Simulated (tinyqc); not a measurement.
# Worked calculation: junction field-effect transistor with two gates, gradual channel with velocity saturation

tinyqc, about 0.08 s, one thread, Intel Xeon 2.30GHz (shared host): `OMP_NUM_THREADS=1 python tinyqc.py 2500047 2500048 out.jsonl` Printed values are rounded.

A uniformly doped n-type channel, depleted from both sides by p+ gates; at channel potential V the depleted share of a is u = sqrt((Vbi - Vg + V)/Vp), s at the source. Electrons drift with v = mu E/(1 + mu E/vsat). Abrupt depletion edge, no series resistance, source at 0.

Values chosen for this exercise; material values those of a made-up semiconductor:

| symbol | value | unit | meaning |
|---|---|---|---|
| T | 350 | K | temperature |
| eps_r | 11.1 |  | relative permittivity of the semiconductor |
| Nc | 6.93e17 | cm^-3 | conduction-band density of states at T |
| Eg | 1.14 | eV | band gap |
| Nv | 1.32e19 | cm^-3 | valence-band density of states at T |
| Nd | 3.3e16 | cm^-3 | donor density of the channel |
| a | 260 | nm | half the channel thickness |
| mu | 5000 | cm^2/(V s) | low-field mobility at this doping |
| vsat | 1.2e7 | cm/s | saturation velocity |
| L | 1 | um | gate length |
| W | 50 | um | gate width |
| Na | 1.8e18 | cm^-3 | acceptor density of the gates |
| Vg | -0.4 | V | gate voltage |
| Vd | 0.14 | V | drain voltage |

Constants: q = 1.602176634e-19 C, kB = 1.380649e-23 J/K, Vt = kB T/q, eps0 = 8.8541878128e-14 F/cm where lengths are in cm. Results are converted to the units shown.

Range of the model: The open channel at the source is under two Debye lengths thick, so the abrupt depletion edge is a rough picture.

## Built-in and pinch-off voltages

ni = sqrt(Nc Nv) exp(-Eg/(2 Vt)), Eg in volts; Vbi = Vt ln(Na Nd/ni^2); Vp = q Nd a^2/(2 eps0 eps_r); G0 = 2 q mu Nd a W/L; Z = mu Vp/(vsat L); s = sqrt((Vbi - Vg)/Vp). VT = Vbi - Vp.

Vbi = 0.9880822 V
Vp = 1.818316 V
VT = -0.8302337 V
G0 = 68.73338 mS
Z = 7.576316
s = 0.8737213

Z = 7.58: velocity saturation dominates.

## Current below saturation

u = sqrt((Vbi - Vg + Vd)/Vp). I = (G0 Vp/3) F/(1 + Z (u^2 - s^2)), F = 3 (u^2 - s^2) - 2 (u^3 - s^3), with u at V = Vd; Z = 0 gives constant mobility, for which u stops at 1.

u = 0.9167242
F = 0.02416200
I for Z = 0 = 1.006581 mA
I = 0.6357353 mA

The falling mobility lowers the current by 36.8 %.

## Iteration 1: the saturation point by Newton steps

u at the start = 0.874

a is the channel (half-)thickness, Vp its pinch-off voltage and Z = mu Vp/(vsat L); an iterate with u > 1 is an overshoot, not a physical state. f = (1 - u)(1 + Z (u^2 - s^2)) - Z F/3, F = 3 (u^2 - s^2) - 2 (u^3 - s^3); f' = -(1 + Z (u^2 - s^2)); u(new) = u - f/f'.

f = 0.1259995
f' = -1.003690
u after iteration 1 = 0.9995362

## Iteration 2: the saturation point by Newton steps

As before.

f = -0.1093499
f' = -2.785614
u after iteration 2 = 0.9602810

## Course of the iteration: the saturation point by Newton steps

Stop when u changes by less than 1e-10, or after 60 iterations.

Course of the iteration:
```
iteration          u  |change|
1          0.9995362     0.126
2          0.9602810    0.0393
3          0.9550527   5.23e-3
4          0.9549593   9.33e-5
5          0.9549593   2.97e-8
6          0.9549593   < 1e-13
```

Converged in 6 iterations. At the end the number of correct digits about doubles with each step.

## Saturation voltage, current and transconductance

um = 0.9549593

Vdsat = Vp (um^2 - s^2); Isat = (G0 Vp/Z)(1 - um), which is 2 q Nd vsat a W (1 - um); gm = G0 (um - s)/(1 + Z (um^2 - s^2)). For Z = 0: Vdsat = Vp (1 - s^2), Isat = (G0 Vp/3)(1 - 3 s^2 + 2 s^3), gm = G0 (1 - s).

Vdsat = 0.2701260 V
Isat = 0.7429919 mA
gm = 2.627004 mS
Vdsat for Z = 0 = 0.4302337 V
Isat for Z = 0 = 1.825175 mA
gm for Z = 0 = 8.679562 mS

The current saturates with 4.50 % of the channel still open at the drain, at 0.407 of the constant-mobility current.
